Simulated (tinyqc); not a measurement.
Course in time: spin coating of a resist or spin-on film: centrifugal thinning, evaporation and the final thickness (Emslie and Meyerhofer models). Computed by tinyqc, a small Python program. Command: `OMP_NUM_THREADS=1 python tinyqc.py 3111578 3111579 out.jsonl spincoat walk`. One thread of a shared host (Intel(R) Xeon(R) Processor @ 2.30GHz), about 0.08 s of CPU time with the checks.

A Newtonian film stays uniform over the wafer; solvent and solids have the same density and the concentration is uniform through the thickness.

Inputs (values chosen for the exercise, of the order of those of a polymer resist in an ester solvent):

| quantity | value | unit |
|---|---|---|
| solids volume fraction c0 | 0.11 | - |
| kinematic viscosity of the solvent nu_s | 1.6 | mm^2/s |
| viscosity constant k | 1600 | mm^2/s |
| viscosity exponent gamma | 3.1 | - |
| spin speed f | 1500 | rpm |
| evaporation rate at 1000 rpm e0 | 0.087 | micrometre/s |
| starting thickness h0 | 200 | micrometre |
| wafer radius R | 100 | mm |
| shrinkage in the bake | 10 | % |

Method:
- omega = 2 pi f/60; nu(c) = nu_s + k c^gamma; evaporation rate e = e0 sqrt(f/1000 rpm).
- Flow constant K = 2 omega^2/(3 nu(c0)); Reynolds number of the air omega R^2/nu_air with nu_air = 15 mm^2/s.
- Meyerhofer estimate: flow rules until (1 - c0) K h^3 = e, then evaporation alone: h_w = (e/((1 - c0) K))^(1/3), dry film c0 h_w.
- Full model for solids s and liquid l per area, h = s + l, c = s/h: ds/dt = -c Q, dl/dt = -(1 - c) Q - e, Q = 2 omega^2 h^3/(3 nu(c)); integrated adaptively (relative tolerance 1e-9) until l = 0.
- Dry film = s at l = 0, before the bake; film after the bake = s x (1 - shrinkage).
- Times are fractions of the time to dry.

omega = 157.080 1/s

evaporation rate e = 0.106553 micrometre/s

dry film = 362.220 nm

dry film, estimate = 317.625 nm

History:

| fraction | t (s) | h (micrometre) | c | nu (mm^2/s) | Q/e | s (nm) |
|---|---|---|---|---|---|---|
| 0.003 | 9.4542e-02 | 32.184 | 0.11002 | 3.31 | 1.5553e+03 | 3541.0 |
| 0.010 | 3.1514e-01 | 17.785 | 0.11014 | 3.31 | 2.6200e+02 | 1958.8 |
| 0.030 | 9.4542e-01 | 10.280 | 0.11072 | 3.34 | 5.0170e+01 | 1138.2 |
| 0.100 | 3.1514e+00 | 5.582 | 0.11448 | 3.53 | 7.5998e+00 | 639.0 |
| 0.200 | 6.3028e+00 | 3.858 | 0.12329 | 4.03 | 2.1982e+00 | 475.6 |
| 0.350 | 1.1030e+01 | 2.753 | 0.14423 | 5.56 | 5.8006e-01 | 397.1 |
| 0.500 | 1.5757e+01 | 2.086 | 0.17811 | 9.21 | 1.5225e-01 | 371.6 |
| 0.700 | 2.2060e+01 | 1.372 | 0.26456 | 27.54 | 1.4491e-02 | 363.1 |
| 0.900 | 2.8363e+01 | 0.698 | 0.51893 | 211.00 | 2.4885e-04 | 362.2 |

What follows from these numbers?

Q/e drops below 1 between t = 6.3 and 11 s, when c has risen from 0.11 to about 0.144; after that row the solids fall by a further 9 %. The full model gives 1.14 times the two-stage estimate.
